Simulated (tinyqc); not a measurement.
Worked calculation: UHF in the 6-31g basis, for H-, spin multiplicity 1. The basis has no diffuse functions, so it cannot describe the extra electron: this is an exercise in the method, not the real anion. One step of it, computed by the program tinyqc.

Problem. Iteration 17 (converged): orbitals. Diagonalise F' = X^T F X, C = X C', fill 1 alpha and 1 beta electrons from the bottom; D(s) = C_occ C_occ^T. Each column has its largest component positive (the first on a tie).

converged F(alpha) (hartree):
```
           1H 1s      1H 2s
1H 1s   0.609643  -0.123666
1H 2s  -0.123666   0.101393
```

converged F(beta) (hartree):
```
           1H 1s      1H 2s
1H 1s   0.609643  -0.123666
1H 2s  -0.123666   0.101393
```

X:
```
           1H 1s      1H 2s
1H 1s   1.243622  -0.467072
1H 2s  -0.467072   1.243622
```

Give: F' = X^T F X; orbital energies; coefficients C; F' = X^T F X; orbital energies; coefficients C; D(alpha) after iteration 17; D(beta) after iteration 17.

Solution.

F' = X^T F X (alpha) (hartree):
```
         1        2
1   1.1087  -0.6313
2  -0.6313   0.4335
```

orbital energies (alpha) (hartree): MO1 0.0552, MO2 1.4869

coefficients C (alpha):
```
          MO1      MO2
1H 1s  0.2386   1.3068
1H 2s  0.8267  -1.0399
```

F' = X^T F X (beta) (hartree):
```
         1        2
1   1.1087  -0.6313
2  -0.6313   0.4335
```

orbital energies (beta) (hartree): MO1 0.0552, MO2 1.4869

coefficients C (beta):
```
          MO1      MO2
1H 1s  0.2386   1.3068
1H 2s  0.8267  -1.0399
```

D(alpha) after iteration 17:
```
        1H 1s   1H 2s
1H 1s  0.0569  0.1972
1H 2s  0.1972  0.6834
```

D(beta) after iteration 17:
```
        1H 1s   1H 2s
1H 1s  0.0569  0.1972
1H 2s  0.1972  0.6834
```
